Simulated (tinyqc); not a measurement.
Metal-interlayer-semiconductor contact, depinning against tunnelling resistance: two steps of the calculation.

Zero bias, n-type semiconductor. Gap states at the semiconductor surface thin out as exp(-be ti), which unpins the barrier; electrons must then cross the interlayer (a rectangular barrier, no voltage drop across it) and the parabolic depleted layer, both by WKB. Energies E are counted from the Fermi level; no image force, parabolic bands.

Inputs (values chosen for the exercise); semiconductor values close to those of gallium arsenide; interlayer mass of the order of that in aluminium oxide, offset chosen freely: temperature T = 300 K; band gap Eg = 1.47 eV; relative permittivity eps_r = 13.1; electron affinity chi = 4.21 eV; conduction-band density of states at T Nc = 4.4e17 cm^-3; tunnelling mass in the semiconductor mt = 0.0644 m0; Richardson mass mA = 0.0687 m0; donor density Nd = 1.6e19 cm^-3; charge-neutrality level above the valence band E0 = 0.49 eV; pinning factor without interlayer S0 = 0.1; metal work function phiM = 4.43 eV; interlayer thickness ti = 1.2 nm; conduction-band offset of the interlayer above the semiconductor dE = 2.54 eV; tunnelling mass in the interlayer mi = 0.34 m0; decay constant of gap states through the interlayer be = 3.4 1/nm.

Constants: q = 1.602176634e-19 C, kB = 1.380649e-23 J/K, eps0 = 8.8541878128e-12 F/m, hbar = 1.054571817e-34 J s, h = 6.62607015e-34 J s, m0 = 9.1093837015e-31 kg, Vt = kB T/q, hbar^2/(2 m0) = 0.0380998212 eV nm^2. Results are converted to the units shown.

Question 1. Pinning, barrier and scales. S = 1/(1 + (1/S0 - 1) exp(-be ti)); phiB = S (phiM - chi) + (1 - S)(Eg - E0); xi = Ec - EF deep inside, from Nd = Nc F(-xi/Vt), F(x) = (2/sqrt(pi)) int_0^infinity sqrt(u) du/(1 + exp(u - x)); band bending U = phiB - xi; E00 = (hbar/2) sqrt(Nd/(eps0 eps_r mt m0)) in volts; A = 4 pi q mA m0 kB^2/h^3.

Find: S; phiB; xi; U; E00; A.

Answer 1.

S = 0.86793
phiB = 0.32037 eV
xi = -0.34144 eV
U = 0.66181 eV
E00 = 0.080855 eV
A = 8.2559 A/(cm^2 K^2)

Question 2. Exponents and integrand on an energy grid. With U = phiB - xi: for xi < E < phiB, y = (E - xi)/U and G1 = (U/E00) [sqrt(1 - y) - y ln((1 + sqrt(1 - y))/sqrt(y))], G1 = 0 above phiB; G2 = 2 ti sqrt(mi max(phiB + dE - E, 0)/C), C = hbar^2/(2 m0); f = 1/(1 + exp(E/Vt)); integrand exp(-G1 - G2) f.

| point | E (eV) |
|---|---|
| 0 | -0.34 |
| 1 | -0.2875 |
| 2 | -0.235 |
| 3 | -0.1825 |
| 4 | -0.13 |
| 5 | -0.0775 |
| 6 | -0.025 |
| 7 | 0.0275 |
| 8 | 0.08 |
| 9 | 0.1325 |
| 10 | 0.185 |
| 11 | 0.2375 |
| 12 | 0.29 |

phiB = 0.32037351 eV
xi = -0.34143807 eV
E00 = 0.080855341 eV

Give: G1; G2; f; integrand.

Answer 2.

| point | G1 | G2 | f | integrand (1e-7) |
|---|---|---|---|---|
| 0 | 8.1094 | 12.826 | 1.0000 | 0.0081 |
| 1 | 6.5599 | 12.720 | 0.99999 | 0.0423 |
| 2 | 5.4393 | 12.614 | 0.99989 | 0.1444 |
| 3 | 4.5007 | 12.506 | 0.99914 | 0.4107 |
| 4 | 3.6872 | 12.398 | 0.99349 | 1.0267 |
| 5 | 2.9723 | 12.289 | 0.95248 | 2.2443 |
| 6 | 2.3412 | 12.178 | 0.72453 | 3.5833 |
| 7 | 1.7849 | 12.067 | 0.25659 | 2.4740 |
| 8 | 1.2983 | 11.955 | 0.043333 | 0.7605 |
| 9 | 0.8790 | 11.841 | 0.0059091 | 0.1767 |
| 10 | 0.5275 | 11.727 | 7.7947e-4 | 0.0371 |
| 11 | 0.2482 | 11.611 | 1.0236e-4 | 0.0072 |
| 12 | 0.0542 | 11.494 | 1.3434e-5 | 0.0013 |

Range of the model: The depletion charge would drop about 0.30 V across such an interlayer (eps_r near 9) at ti = 1.2 nm and Nd = 1.6e19 cm^-3, against a band bending of 0.66 V; this model leaves that drop out.

Computed by the program tinyqc: `OMP_NUM_THREADS=1 python tinyqc.py 2270107 2270108 out.jsonl`, one thread of a shared Intel Xeon 2.30GHz, about 0.03 s for the whole run.
